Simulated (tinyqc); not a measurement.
Worked calculation: scattering rates of a carrier in a spherical band by Fermi's golden rule. Computed by tinyqc, a small Python program that keeps every step. Command: `OMP_NUM_THREADS=1 python tinyqc.py 3019112 3019113 out.jsonl scatter walk`. One thread of a shared host (Intel(R) Xeon(R) Processor @ 2.30GHz), about 0.01 s of CPU time with the checks. Intermediate numbers are printed to about 6 digits and carried at full precision; extremes and crossings named in words are read from the listed rows.

All processes here are isotropic or elastic, and the rate listed is the momentum relaxation rate.

Inputs (values chosen for the exercise, modelled on holes in germanium):
```
quantity                                            value       unit
density-of-states mass of one valley m              0.296        m_0
non-parabolicity alpha                               0.33       1/eV
static permittivity eps_s                              16          -
density rho                                          5323     kg/m^3
sound velocity v_l                                   5240        m/s
acoustic deformation potential D_A                    5.3         eV
phonon energy hbar w                                 38.5        meV
optical or intervalley deformation potential D_o      8.9  1e8 eV/cm
final valleys Z_f                                       1          -
ionised impurity density N_I                      4.2e+15     1/cm^3
temperature T                                         300          K
carrier energy E                                       62        meV
alloy fraction x                                     0.29          -
alloy potential U                                    0.49         eV
lattice constant a                                   5.65   angstrom
```

Crystal: non-polar. Band: Kane. Impurity formula: Brooks-Herring. Further scattering: alloy.

Constants: m_0 = 9.1093837015e-31 kg; e = 1.602176634e-19 C; hbar = 1.054571817e-34 J s; k_B = 8.617333262e-05 eV/K; eps_0 = 8.8541878128e-12 F/m; k_B = 1.380649e-23 J/K; hbar = 6.582119569e-16 eV s.

## The band at energy E

Kane band: hbar^2 k^2/(2 m) = E (1 + alpha E), speed v = hbar k/(m (1 + 2 alpha E)), states per spin, volume and energy g(E) = m k (1 + 2 alpha E)/(2 pi^2 hbar^2); overlap factors are set to 1. Masses are multiplied by m_0 and all formulas are in SI units.

wave number k = 0.701097 1/nm

speed v = 263425 m/s

g(E) = 1.43617e+20 1/(eV cm^3)

Non-parabolicity raises g(E) by a factor 1.052 and changes the speed by a factor 0.970 against a parabolic band at the same E.

## Phonon occupation and screening length

Phonon occupation N_q = 1/(exp(hbar w/(k_B T)) - 1). Debye screening by free carriers of density N_I: L_s = sqrt(eps_s eps_0 k_B T/(e^2 N_I)).

N_q = 0.291227

screening length L_s = 73.7737 nm

Above the threshold emission is favoured over absorption by (N_q + 1)/N_q = exp(hbar w/k_B T) = 4.43, apart from the density of final states.

## Acoustic phonons

Acoustic deformation potential (elastic, equipartition, absorption and emission together): 1/tau = 2 pi k_B T D_A^2 g(E)/(hbar rho v_l^2).

acoustic rate = 1.09133e+12 1/s

## Optical or intervalley phonons

Optical or intervalley deformation potential: 1/tau = (pi Z_f D_o^2/(rho w)) [N_q g(E + hbar w) + (N_q + 1) g(E - hbar w)], with g = 0 below the band edge.

absorption rate = 7.02866e+11 1/s

emission rate = 1.41736e+12 1/s

Emission is 2.02 times absorption here.

## Ionised impurities

Singly charged impurities, momentum relaxation: 1/tau = N_I e^4 m (1 + 2 alpha E) Phi/(8 pi (eps_s eps_0)^2 hbar^3 k^3), with alpha = 0 for a parabolic band. Brooks-Herring: Phi = ln(1 + b) - b/(1 + b), b = 4 k^2 L_s^2.

b = 10700.9

ionised-impurity rate = 3.15419e+10 1/s

## All rates at E

Alloy disorder: 1/tau = (2 pi/hbar) Omega x (1 - x) U^2 g(E), Omega = a^3/4 (other conventions for Omega rescale U). Rates add: 1/tau_m is the sum, and the mean free path is v tau_m.

Momentum relaxation rates:
```
process              rate (1/s)  share (%)
acoustic            1.09133e+12    17.3252
optical absorption  7.02866e+11    11.1582
optical emission    1.41736e+12    22.5010
ionised impurity    3.15419e+10   0.500737
alloy               3.05599e+12    48.5148
```

momentum relaxation time tau_m = 158.753 fs

mean free path = 41.8195 nm

The largest rate is alloy (49 %), then optical emission (23 %).

## Rates against energy

The formulas are those given above.

Momentum relaxation rates (1e12/s) and the total time:
```
E (meV)  acoustic  optical absorption  optical emission  ionised impurity    alloy  tau_m (fs)
3.9       0.26114             0.43601           0.00000       1.31534e+00  0.73126     364.464
9.6       0.41163             0.46653           0.00000       3.96784e-01  1.15267     411.926
19.0      0.58357             0.51393           0.00000       1.58008e-01  1.63413     346.064
35.0      0.80240             0.58848           0.00000       6.88680e-02  2.24692     269.784
42.0      0.88396             0.61928           0.53811       5.37038e-02  2.47531     218.801
58.0      1.05218             0.68659           1.28691       3.45536e-02  2.94637     166.483
85.0      1.30127             0.79314           2.03117       2.04844e-02  3.64387     128.371
130.0     1.66643             0.95865           2.95271       1.14543e-02  4.66642      97.507
230.0     2.38821             1.30189           4.60961       5.25541e-03  6.68757      66.700
380.0     3.40940             1.80167           6.85082       2.65459e-03  9.54717      46.271
```

The largest rate is ionised impurity at 3.90, alloy from 9.60 to 380 meV. Crossing hbar w = 38.5 meV opens emission: tau_m goes from 270 to 219 fs between the two rows around it. The impurity rate goes between the last rows as E^-1.36; the acoustic rate follows g(E) and grows by a factor 13.1 over the table (9.9 for a parabolic band).

Checks made by the program: Brooks-Herring rate against the angular integral of the screened Coulomb matrix element (relative difference below 1e-10).
